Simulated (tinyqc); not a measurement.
Inside a calculation: thresholds of impact ionisation and Auger recombination from band masses. Values are carried at full precision from step to step, so a last printed digit may differ when a step is redone from the rounded ones.

Parabolic bands, no phonon. At threshold the three slow carriers share one velocity. With M their total mass and m4 the mass of the fast carrier, the fast carrier has the kinetic energy E_T = G M/(M - m4) and the slow ones together E_a = G m4/(M - m4), the activation energy of the Auger rate. CCCH (fast electron): G = Eg, M = 2 me + mh, m4 = me. CHHS (hole into the split-off band): G = Eg - Dso, M = 2 mh + me, m4 = ms; this form holds for Eg > Dso (below, the process needs about Dso - Eg and is marked by a dash). CHHL (hole into the light band): G = Eg, M = 2 mh + me, m4 = ml. CHHH (fast heavy hole): G = Eg, M = 2 mh + me, m4 = mh.

Constants: kB = 8.617333262e-05 eV/K; hbar^2/2m0 = 3.80998211 eV angstrom^2.

Parameters, chosen for this exercise (near those of CdTe, gap at low temperature and not tied to T; shifted at random, so the results belong to these values and not to a real crystal):
```
symbol  value   unit  meaning
Eg      1.564   eV    gap at Gamma to the s-like level
Dso     0.9     eV    spin-orbit splitting
me      0.0987  m0    electron mass at Gamma
mh      0.59    m0    heavy-hole mass
ms      0.299   m0    split-off mass
ml      0.1148  m0    light-hole mass
T       300     K     temperature
```

## Thresholds of four processes

Give G, M, m4, E_T, E_a and E_a/kT.

Results:
```
process  G (eV)       M      m4  E_T (eV)  E_a (eV)  E_a/kT
CCCH     1.5640  0.7874  0.0987    1.7881    0.2241    8.67
CHHS     0.6640  1.2787  0.2990    0.8666    0.2026    7.84
CHHL     1.5640  1.2787  0.1148    1.7183    0.1543    5.97
CHHH     1.5640  1.2787  0.5900    2.9039    1.3399   51.83
```

The lowest activation energy is that of CHHL (154 meV), then CHHS (203 meV). At equal G a light fast carrier takes up the energy with little momentum, so little is asked of the slow ones; CHHH asks 0.86 Eg. For equal masses E_T would be 3/2 Eg; for electrons here it is 1.143 Eg.

## Momenta at the CCCH threshold

At the threshold of the parabolic CCCH process the fast electron has E_T = Eg M/(M - me), M = 2 me + mh, and the slow carriers E_a = E_T - Eg together. It has k4 = sqrt(me E_T/c), c = hbar^2/2m0; the slow carriers share k4 in proportion to their masses. Give the wave vectors and kinetic energies, and check that they add up to E_a.

k4 = 0.21523 1/angstrom

electron, electron, hole (1/angstrom): [0.02698, 0.02698, 0.16127]

their kinetic energies (meV): [28.10, 28.10, 167.95]

sum = 224.14 meV

The hole carries 75 % of the momentum and of the energy of the slow carriers.

## Non-parabolicity raises the threshold

Non-parabolic fast electron: E (1 + alpha E) = c k^2/me with alpha = (1 - me)^2/Eg; the slow carriers stay parabolic, so E_T = Eg + me E_T (1 + alpha E_T)/M, M = 2 me + mh (the root between Eg and 1.9 Eg).

Give alpha, E_T, E_a = E_T - Eg and k4.

alpha = 0.5194 1/eV
E_T = 2.1239 eV
E_a = 0.5599 eV
k4 = 0.34018 1/angstrom

E_a is 2.50 times the parabolic value, since an electron at E_T above the edge has 1 + alpha E_T = 2.10 times the squared momentum, and E_T itself is 1.19 times higher. In the real crystal the L valleys lie below this energy, so the fast electron may not stay in the Gamma valley.

## Temperature dependence

For non-degenerate carriers at fixed densities the Auger coefficient goes as exp(-E_a/kT), up to slowly varying powers of T. Give exp(-E_a/kT) for the parabolic and the non-parabolic CCCH value, and the characteristic temperature T0 = kT^2/E_a of each.

Boltzmann factors: [0.0001716, 3.922e-10]

T0 (K): [35, 14]

Non-parabolicity lowers the factor by 4.4e+05 times; direct CCCH is then negligible, and processes with lower thresholds, or assisted by phonons or defects, take over.

## Checks

- Largest energy that an electron at k4 can give to a pair, by numerical search, against Eg (eV): both 1.5640.

tinyqc: `OMP_NUM_THREADS=1 python tinyqc.py 1850603 1850604 out.jsonl`; about 0.01 s, one thread, shared Intel(R) Xeon(R) Processor @ 2.30GHz.
